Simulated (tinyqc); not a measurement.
Valley splitting in a one-orbital chain of atomic planes (second-neighbour model), step by step. Values are carried at full precision from step to step, so a last printed digit may differ when a step is redone from the rounded ones.

Each (001) plane carries one orbital with energy e0, hopping v to the next plane and u to the second: E(phi) = e0 + 2 v cos(phi) + 2 u cos(2 phi), where phi = pi - k a/4 (the sign of every second orbital is chosen so that v > 0, which shifts the phase by pi). The minimum lies at cos(phi0) = -v/(4u), phi0 = pi - (pi/2) k0 for a valley at k0 (2 pi/a), and e0 puts it at zero. A slab of N planes has hard walls: the matrix simply ends.

Constants: hbar^2/2m0 = 3.80998211 eV angstrom^2.

Inputs chosen for the exercise (near those of the Delta valleys of silicon; abrupt walls in this chain split the valleys several times more than measured wells; the results hold for these values, not for the real material):
- a = 5.437 angstrom (lattice constant; planes lie a/4 apart)
- k0 = 0.808 2 pi/a (position of the valley)
- ml = 0.88 m0 (longitudinal mass)
- N = 11 (planes in the small slab)

## Hoppings from the valley position and mass

The curvature at the minimum is d2E/dphi2 = 8 u sin^2(phi0) = (2c/ml)/(a/4)^2 with c = hbar^2/2m0; v = -4 u cos(phi0); e0 = 2u + v^2/(4u).

phi0 = 1.87239 rad
u = 0.64254 eV
v = 0.76344 eV
e0 = 1.51185 eV

## The bulk band

E at phi = j pi/10.

Band:

| phi/pi | E (eV) |
|---|---|
| 0.0 | 4.3238 |
| 0.1 | 4.0036 |
| 0.2 | 3.1442 |
| 0.3 | 2.0122 |
| 0.4 | 0.9440 |
| 0.5 | 0.2268 |
| 0.6 | 0.0004 |
| 0.7 | 0.2173 |
| 0.8 | 0.6737 |
| 0.9 | 1.0993 |
| 1.0 | 1.2700 |

## Hamiltonian of the slab

e0 on the diagonal, v and u on the first and second off-diagonals.

H (eV):
```
         1       2       3       4       5       6       7       8       9      10      11
1   1.5118  0.7634  0.6425       0       0       0       0       0       0       0       0
2   0.7634  1.5118  0.7634  0.6425       0       0       0       0       0       0       0
3   0.6425  0.7634  1.5118  0.7634  0.6425       0       0       0       0       0       0
4        0  0.6425  0.7634  1.5118  0.7634  0.6425       0       0       0       0       0
5        0       0  0.6425  0.7634  1.5118  0.7634  0.6425       0       0       0       0
6        0       0       0  0.6425  0.7634  1.5118  0.7634  0.6425       0       0       0
7        0       0       0       0  0.6425  0.7634  1.5118  0.7634  0.6425       0       0
8        0       0       0       0       0  0.6425  0.7634  1.5118  0.7634  0.6425       0
9        0       0       0       0       0       0  0.6425  0.7634  1.5118  0.7634  0.6425
10       0       0       0       0       0       0       0  0.6425  0.7634  1.5118  0.7634
11       0       0       0       0       0       0       0       0  0.6425  0.7634  1.5118
```

## Levels and the valley doublet

Diagonalise H. The two lowest levels are the doublet made from the valleys at +k0 and -k0; give their splitting, the weights of the lowest state, and its parity under reversal of the planes.

levels (eV): 0.1212  0.1471  0.4734  0.5095  0.9059  1.0355  1.2005  1.8454  2.7291  3.5449  4.1178

splitting = 25.99 meV

weights on the planes: 0.048  0.017  0.104  0.162  0.024  0.292  0.024  0.162  0.104  0.017  0.048

parity of the lowest state: even

The mean of the doublet lies 0.1341 eV above the bulk minimum, and level 3 lies 0.3392 eV above that mean; the weights oscillate from plane to plane because the two valleys interfere.

## Checks

- Mean of the doublet for 400 planes against the effective-mass level with W = 402 a/4 (meV): both 0.1431.

Computed by tinyqc, a small Python program: `OMP_NUM_THREADS=1 python tinyqc.py 1451319 1451320 out.jsonl` (the numbers bound the seed that draws the inputs); one thread of a shared host (Intel(R) Xeon(R) Processor @ 2.30GHz), about 0.02 s for the whole set of steps.
